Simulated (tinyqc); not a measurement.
Modulation-doped quantum well, Poisson-Schroedinger loop with local exchange and correlation: one step of the calculation.

A well of width L centred at z = 0 between barriers Vb; effective-mass electrons, parabolic bands. The electrons come from donor sheets outside the mesh, a share fL of Ns on the left and the rest on the right, so the structure is neutral. Energies are counted from the band edge of the well, with U = 0 on the first node in the Hartree part.

Problem. Density, output potential and mixing. n_i = sum_k N_k |psi_k|^2 (converted to cm^-3). Hartree part by Gauss: on the interval after node i the enclosed sheet charge is S_i = fL Ns - hz sum_(j<=i) n_j, and U_(i+1) = U_i + q S_i hz/(eps0 eps_r) in eV, U_1 = 0. Added to it: V_xc = -(2 Ry/(pi al rs)) [1 + 0.7734 (rs/21) ln(1 + 21/rs)] (Hedin-Lundqvist), al = (4/(9 pi))^(1/3), rs = (3/(4 pi n))^(1/3)/aB, aB = 4 pi eps0 eps_r hbar^2/(md m0 q^2), Ry = q/(8 pi eps0 eps_r aB) in eV. Mixing: U(new) = U + a (U(out) - U).

Inputs (values chosen for the exercise); material values those of a made-up well:

| symbol | value | unit | meaning |
|---|---|---|---|
| md | 0.0595 | m0 | in-plane mass |
| eps_r | 10.8 |  | relative permittivity (all layers) |
| Ns | 1.7e12 | cm^-2 | sheet density of electrons |
| fL | 0.7 |  | share of the donors on the left side |
| a | 1 |  | mixing factor |

Constants: q = 1.602176634e-19 C, hbar = 1.054571817e-34 J s, m0 = 9.1093837015e-31 kg, eps0 = 8.8541878128e-14 F/cm where lengths are in cm. Results are converted to the units shown.

```
node  z (nm)  self-consistent potential U at the start (eV)  |psi|^2 of E1 (1/nm)  |psi|^2 of E2 (1/nm)
1      -16.5                                              0           0.000003830           0.000019544
2      -14.3                                              0           0.000067132           0.000298816
3      -12.1                                              0           0.001046118           0.003990618
4       -9.9                                              0           0.012693226           0.041691898
5       -7.7                                              0           0.029311108           0.071527541
6       -5.5                                              0           0.047853023           0.068808174
7       -3.3                                              0           0.063633482           0.036137636
8       -1.1                                              0           0.072664807           0.004798500
9        1.1                                              0           0.072664807           0.004798500
10       3.3                                              0           0.063633482           0.036137636
11       5.5                                              0           0.047853023           0.068808174
12       7.7                                              0           0.029311108           0.071527541
13       9.9                                              0           0.012693226           0.041691898
14      12.1                                              0           0.001046118           0.003990618
15      14.3                                              0           0.000067132           0.000298816
16      16.5                                              0           0.000003830           0.000019544
```

N_k (cm^-2): E1 1.1271641e12, E2 5.7283590e11

Give: n; U(out); U after round 1.

Solution.

```
node  n (1e17 cm^-3)  U(out) (eV)  U after round 1 (eV)
1             0.0016     -0.00102              -0.00102
2             0.0247      0.04156               0.04156
3             0.3465      0.08266               0.08266
4             3.8190      0.12074               0.12074
5             7.4012      0.15879               0.15879
6             9.3354      0.19227               0.19227
7             9.2426      0.21921               0.21921
8             8.4654      0.23898               0.23898
9             8.4654      0.25152               0.25152
10            9.2426      0.25681               0.25681
11            9.3354      0.25494               0.25494
12            7.4012      0.24652               0.24652
13            3.8190      0.23353               0.23353
14            0.3465      0.22052               0.22052
15            0.0247      0.20449               0.20449
16            0.0016      0.18697               0.18697
```

tinyqc, about 0.2 s, one thread, Intel Xeon 2.30GHz (shared host): `OMP_NUM_THREADS=1 python tinyqc.py 2140013 2140014 out.jsonl`
